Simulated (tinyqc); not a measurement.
# Worked calculation: short-channel transistor, virtual-source model with series resistance

Program tinyqc, `OMP_NUM_THREADS=1 python tinyqc.py 2380094 2380095 out.jsonl`; Intel Xeon 2.30GHz, shared host, one thread, about 0.01 s. Printed values are rounded.

The current per gate width is the charge at the top of the source barrier (the virtual source) times its velocity times a saturation function; al and be are fitting constants of the model. Units: I in uA/um, Rs in ohm um, so I Rs = 1e-6 I Rs in volts; Q in uC/cm^2, so I = 1e-4 Q vx0 Fsat with vx0 in cm/s.

Parameters, values chosen for the exercise: temperature T = 300 K; inversion capacitance Cinv = 1.39 uF/cm^2; velocity at the virtual source vx0 = 2.33e7 cm/s; apparent mobility mu = 280 cm^2/(V s); channel length L = 16 nm; threshold at zero drain voltage VT0 = 0.45 V; drain-induced barrier lowering dl = 0.04 V/V; subthreshold factor n0 = 1.41; growth of n with drain voltage nd = 0 1/V; threshold shift (in units of Vt) from weak to strong inversion al = 3.5; sharpness of saturation be = 1.4; series resistance of each contact Rs = 150 ohm um; gate voltage Vgs = 0.9 V; drain voltage Vds = 0.9 V.

Constants: q = 1.602176634e-19 C, kB = 1.380649e-23 J/K, Vt = kB T/q. Results are converted to the units shown.

## Iteration 1: current through the series resistance

I at the start = 0 uA/um

Intrinsic voltages Vg' = Vgs - I Rs, Vd' = Vds - 2 I Rs. n = n0 + nd Vd', VT = VT0 - dl Vd', Ff = 1/(1 + exp((Vg' - VT + al Vt/2)/(al Vt))), Q = Cinv n Vt ln(1 + exp((Vg' - VT + al Vt Ff)/(n Vt))), Vdsat = (vx0 L/mu)(1 - Ff) + Vt Ff, Fsat = u/(1 + u^be)^(1/be) with u = Vd'/Vdsat, and I(out) = Q vx0 Fsat per width. (Fsat takes the sign of u.) I(new) = I(out).

Vg' = 0.9 V
Vd' = 0.9 V
VT = 0.414 V
Ff = 0.00281147
Q = 0.675894 uC/cm^2
Vdsat = 0.132841 V
Fsat = 0.953673
I(out) = 1501.87 uA/um
I after iteration 1 = 1501.87 uA/um

## Iteration 2: current through the series resistance

As before.

Vg' = 0.674719 V
Vd' = 0.449438 V
VT = 0.432022 V
Ff = 0.0398387
Q = 0.342417 uC/cm^2
Vdsat = 0.128869 V
Fsat = 0.891755
I(out) = 711.471 uA/um
I after iteration 2 = 711.471 uA/um

## Iteration 3: current through the series resistance

As before.

Vg' = 0.793279 V
Vd' = 0.686559 V
VT = 0.422538 V
Ff = 0.00997737
Q = 0.516588 uC/cm^2
Vdsat = 0.132072 V
Fsat = 0.934495
I(out) = 1124.80 uA/um
I after iteration 3 = 1124.80 uA/um

## Course of the iteration: current through the series resistance

Stop when I changes by less than 1e-7 uA/um, or after 80 iterations.

Course of the iteration:
```
iteration,I (uA/um),|change| (uA/um)
1,1501.87,1500
2,711.471,790
3,1124.80,413
4,907.252,218
5,1021.51,114
6,961.417,60.1
7,993.000,31.6
8,976.394,16.6
9,985.124,8.73
...,...,...
30,982.116,1.19e-5
31,982.116,6.27e-6
32,982.116,3.30e-6
33,982.116,1.73e-6
34,982.116,9.12e-7
35,982.116,4.79e-7
36,982.116,2.52e-7
37,982.116,1.32e-7
38,982.116,6.96e-8
```

Converged in 38 iterations. At the end each change is about 0.53 times the one before, with alternating sign: linear convergence.

## What the series resistance costs

converged I = 982.116 uA/um
I0 = 1501.87 uA/um

Intrinsic voltages Vg' = Vgs - I Rs, Vd' = Vds - 2 I Rs. n = n0 + nd Vd', VT = VT0 - dl Vd', Ff = 1/(1 + exp((Vg' - VT + al Vt/2)/(al Vt))), Q = Cinv n Vt ln(1 + exp((Vg' - VT + al Vt Ff)/(n Vt))), Vdsat = (vx0 L/mu)(1 - Ff) + Vt Ff, Fsat = u/(1 + u^be)^(1/be) with u = Vd'/Vdsat, and I = Q vx0 Fsat per width. I0 is the current for Rs = 0. Effective velocity I/Q; transit time L Q/I.

loss against I0 = 34.6073 %
effective velocity = 2.15179e7 cm/s
transit time = 0.0743567 ps

The carriers leave the virtual source at 92.4 % of vx0: the device is in saturation.
